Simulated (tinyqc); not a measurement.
Inside a calculation. Method: empirical pseudopotential in a few plane waves. One step of it, computed by the program tinyqc.

Task: Bloch Hamiltonian at k. Basis: the 15 shortest G (labels in 2 pi/a), the same at every k. H(G,G') = c |k + G|^2 delta + VS(|G-G'|^2) cos((G-G').tau) + i VA sin((G-G').tau), tau = a/8 (1,1,1); 1 Ry = 13.605693 eV.

Parameters chosen for this model: fcc lattice, atoms at +/- a/8 (1,1,1); form factors in rydberg at |G|^2 in units of (2 pi/a)^2:
```
parameter                 value      unit
a                      5.690000  angstrom
VS(3)                 -0.226000        Ry
VS(8)                  0.016000        Ry
VS(11)                 0.087000        Ry
VA(3)                         0        Ry
VA(4)                         0        Ry
VA(11)                        0        Ry
hbar^2/2m (2 pi/a)^2   4.645775        eV
```

k point k (2 pi / a): 0.590000  -0.400000  -0.220000

Give: H(k) at k.

Result:

H(k) at k (eV), lower triangle:
```
         +0+0+0   -1-1-1   -1-1+1   -1+1-1   -1+1+1   +1-1-1   +1-1+1   +1+1-1
+0+0+0   2.5854
-1-1-1   2.1743  16.8014
-1-1+1  -2.1743   0.0000  12.7132
-1+1-1  -2.1743   0.0000   0.2177   9.3682
-1+1+1  -2.1743  -0.2177   0.0000   0.0000   5.2799
+1-1-1  -2.1743   0.0000   0.2177   0.2177   0.0000  27.7655
+1-1+1  -2.1743  -0.2177   0.0000   0.0000   0.2177   0.0000  23.6772
+1+1-1  -2.1743  -0.2177   0.0000   0.0000   0.2177   0.0000   0.2177  20.3322
+1+1+1   2.1743   0.0000  -0.2177  -0.2177   0.0000  -0.2177   0.0000   0.0000
-2+0+0   0.0000  -2.1743  -2.1743  -2.1743   2.1743   0.8370  -0.8370  -0.8370
+0-2+0   0.0000  -2.1743  -2.1743   0.8370  -0.8370  -2.1743   2.1743  -0.8370
+0+0-2   0.0000  -2.1743   0.8370  -2.1743  -0.8370  -2.1743  -0.8370   2.1743
+0+0+2   0.0000  -0.8370   2.1743  -0.8370  -2.1743  -0.8370  -2.1743   0.8370
+0+2+0   0.0000  -0.8370  -0.8370   2.1743  -2.1743  -0.8370   0.8370  -2.1743
+2+0+0   0.0000  -0.8370  -0.8370  -0.8370   0.8370   2.1743  -2.1743  -2.1743

         +1+1+1   -2+0+0   +0-2+0   +0+0-2   +0+0+2   +0+2+0   +2+0+0
+1+1+1  16.2440
-2+0+0  -0.8370  10.2044
+0-2+0  -0.8370   0.2177  28.6017
+0+0-2  -0.8370   0.2177   0.2177  25.2568
+0+0+2  -2.1743  -0.2177  -0.2177   0.0000  17.0802
+0+2+0  -2.1743  -0.2177   0.0000  -0.2177   0.2177  13.7352
+2+0+0  -2.1743   0.0000  -0.2177  -0.2177   0.2177   0.2177  32.1325
```
